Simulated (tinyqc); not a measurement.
Inside a calculation. Model: strain-driven roughening and islands of a mismatched epitaxial film. Computed by tinyqc, a small Python program that keeps every step. Command: `OMP_NUM_THREADS=1 python tinyqc.py 3016260 3016261 out.jsonl island walk`. One thread of a shared host (Intel(R) Xeon(R) Processor @ 2.30GHz), about 0.01 s of CPU time with the checks. Intermediate numbers are printed to about 6 digits and carried at full precision; extremes and crossings named in words are read from the listed rows.

Film and substrate share isotropic elastic constants; the film is coherent and biaxially strained.

Inputs (values chosen for the exercise, for a model film): misfit |f| = 0.0163; shear modulus G = 53.6 GPa; Poisson ratio nu = 0.24; surface energy gamma = 0.818 J/m^2; contact angle of the shallow shape theta_1 = 13.9 degrees; contact angle of the steep shape theta_2 = 28.4 degrees; facet energy of shape 1 over gamma = 1.005; facet energy of shape 2 over gamma = 1.055; wetting energy gamma_s - gamma = 0.24 J/m^2; decay length of wetting delta = 0.2 nm; surface mobility D_s nu_s Omega^2/(k_B T) = 6.5e-34 m^6/(J s); initial ripple amplitude A0 = 0.096 nm; ripple wavelength over the critical one = 3.2; island volume V = 34000 nm^3.

Transport: surface diffusion.

Constants: e = 1.602176634e-19 C.

## Elastic energy of the flat film

M = 2 G (1 + nu)/(1 - nu); stress = M f; energy density w = M f^2.

biaxial modulus M = 174.905 GPa

stress = 2.85096 GPa

energy density w = 46.4706 MJ/m^3

## Asaro-Tiller-Grinfeld instability

A ripple A cos(k x) has the surface chemical potential per volume [gamma k^2 - 2 (1 + nu) w k] A cos(k x), so k_c = 2 (1 + nu) w/gamma. With surface diffusion the amplitude grows at the rate q = B k^2 [2 (1 + nu) w k - gamma k^2], fastest at k_m = (3/4) k_c. B is the surface mobility.

k_c = 0.140889 1/nm

critical wavelength = 44.5968 nm

fastest wavelength = 59.4624 nm

growth time 1/q at k_m = 45.2589 s

A ripple of A0 needs about 160 s to reach a twentieth of its wavelength.

## A ripple of given wavelength

A ripple A cos(k x) has the surface chemical potential per volume [gamma k^2 - 2 (1 + nu) w k] A cos(k x), so k_c = 2 (1 + nu) w/gamma. With surface diffusion the amplitude grows at the rate q = B k^2 [2 (1 + nu) w k - gamma k^2], fastest at k_m = (3/4) k_c. B is the surface mobility. Stress at the trough = stress x (1 + 2 k A).

k = 0.0440277 1/nm

rate q = 0.00439537 1/s

q over the largest rate = 0.198929

stress concentration at A0 = 1.00845

The ripple grows.

## Wetting layer

The surface energy depends on thickness as gamma + (gamma_s - gamma) exp(-h/delta). Its curvature adds W2 = (gamma_s - gamma) exp(-h/delta)/delta^2 to the restoring terms; the flat film is stable while W2 > (1 + nu)^2 w^2/gamma, which gives h_c = delta ln[(gamma_s - gamma) gamma/(delta^2 (1 + nu)^2 w^2)], or 0 if negative.

wetting-layer thickness h_c = 1.45970 nm

Layer-by-layer growth up to h_c, then roughening: the Stranski-Krastanov mode.

## Island nucleation

Shallow faceted island (Tersoff form): E = 4 Gam V^(2/3) tan^(1/3)(theta) - 6 c V tan(theta), Gam = gamma [x/sin(theta) - 1/tan(theta)], x the facet energy over gamma, c = stress^2 (1 - nu)/(2 pi G). The barrier is the maximum of E, at V_c = [4 Gam/(9 c)]^3 / tan^2(theta) (1 GPa nm = 1 J/m^2).

c = 0.0183421 GPa

Gam of shape 1 = 0.116739 J/m^2

critical volume, shape 1 = 369.560 nm^3

barrier, shape 1 = 31.4107 eV

Gam of shape 2 = 0.301577 J/m^2

critical volume, shape 2 = 1334.72 nm^3

barrier, shape 2 = 247.859 eV

The shallow shape has the lower barrier. Each barrier is a third of the surface term at V_c and scales as Gam^3/c^2, that is as f^(-4).

## Which shape at the volume V

The two energies cross at V_x^(1/3) = 4 [Gam_2 t2^(1/3) - Gam_1 t1^(1/3)]/(6 c (t2 - t1)), t = tan(theta); mu = dE/dV.

E of shape 1 = -3859.23 eV

E of shape 2 = -6190.18 eV

crossing volume V_x = 9757.97 nm^3

jump of mu at V_x, shape 2 less shape 1 = -10.7567 MJ/m^3

At V the steep shape is lower. At V_x the chemical potential drops, so islands that have turned steep grow at the cost of the shallow ones. Caution: the shallow-slope form overstates the relaxation of facets steeper than about 25 degrees.

## Scaling with the misfit

A ripple A cos(k x) has the surface chemical potential per volume [gamma k^2 - 2 (1 + nu) w k] A cos(k x), so k_c = 2 (1 + nu) w/gamma. With surface diffusion the amplitude grows at the rate q = B k^2 [2 (1 + nu) w k - gamma k^2], fastest at k_m = (3/4) k_c. V_c = [4 Gam/(9 c)]^3/tan^2(theta), barrier = (4/3) Gam V_c^(2/3) tan^(1/3)(theta); the growth time is 1/q at k_m.

Misfit scaled at fixed constants:
```
|f| (%)  fastest wavelength (nm)  growth time (s)  V_c of shape 1 (nm^3)  barrier of shape 1 (eV)
0.4075                   951.398      2.96609e+06            1.51372e+06              8.04113e+03
0.5705                   485.407      2.00983e+05            2.01037e+05              2.09317e+03
0.8150                   237.849      1.15863e+04            2.36518e+04              5.02571e+02
1.1410                   121.352      7.85090e+02            3.14121e+03              1.30823e+02
1.6300                    59.462      4.52589e+01            3.69560e+02              3.14107e+01
2.2820                    30.338      3.06676e+00            4.90814e+01              8.17645e+00
```

Halving the misfit stretches the wavelength 4 times, the barrier 16 times, the volume 64 times and the time 256 times: f^(-2), f^(-4), f^(-6), f^(-8). Over these rows the time spans 6.0 decades: strongly mismatched films tend to roughen first, while dilute alloys have time to stay flat. Rows with wavelengths under 10 nm or volumes under 5 nm^3 are beyond the continuum picture.

Checks made by the program: k_m against a numerical maximum of the rate (relative difference 5e-10).
